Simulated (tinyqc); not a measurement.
Inside a calculation. Method: RHF in the sto-3g basis, for BeH2, spin multiplicity 1. One step of it, computed by the program tinyqc.

Question. Orthogonalisation. S = U s U^T; symmetric (Loewdin) form X = U s^(-1/2) U^T, so that X^T S X = 1.

overlap S:
```
           1Be 1s    1Be 2s   1Be 2px    1Be 2py   1Be 2pz     2H 1s      3H 1s
1Be 1s   1.000000  0.259517  0.000000   0.000000  0.000000  0.045635   0.045635
1Be 2s   0.259517  1.000000  0.000000   0.000000  0.000000  0.385091   0.385091
1Be 2px  0.000000  0.000000  1.000000   0.000000  0.000000  0.000000   0.000000
1Be 2py  0.000000  0.000000  0.000000   1.000000  0.000000  0.466648  -0.466648
1Be 2pz  0.000000  0.000000  0.000000   0.000000  1.000000  0.010058   0.010058
2H 1s    0.045635  0.385091  0.000000   0.466648  0.010058  1.000000   0.016007
3H 1s    0.045635  0.385091  0.000000  -0.466648  0.010058  0.016007   1.000000
```

Give: eigenvalues of S; X.

Answer.

eigenvalues of S: 0.3320  0.4263  0.9522  1.0000  1.0008  1.6367  1.6520

X:
```
          1Be 1s   1Be 2s  1Be 2px  1Be 2py  1Be 2pz    2H 1s    3H 1s
1Be 1s    1.0286  -0.1513   0.0000   0.0000  -0.0004   0.0209   0.0209
1Be 2s   -0.1513   1.1755   0.0000   0.0000   0.0038  -0.2417  -0.2417
1Be 2px   0.0000   0.0000   1.0000   0.0000   0.0000   0.0000   0.0000
1Be 2py   0.0000   0.0000   0.0000   1.2510   0.0000  -0.3385   0.3385
1Be 2pz  -0.0004   0.0038   0.0000   0.0000   1.0001  -0.0062  -0.0062
2H 1s     0.0209  -0.2417   0.0000  -0.3385  -0.0062   1.1981  -0.0645
3H 1s     0.0209  -0.2417   0.0000   0.3385  -0.0062  -0.0645   1.1981
```
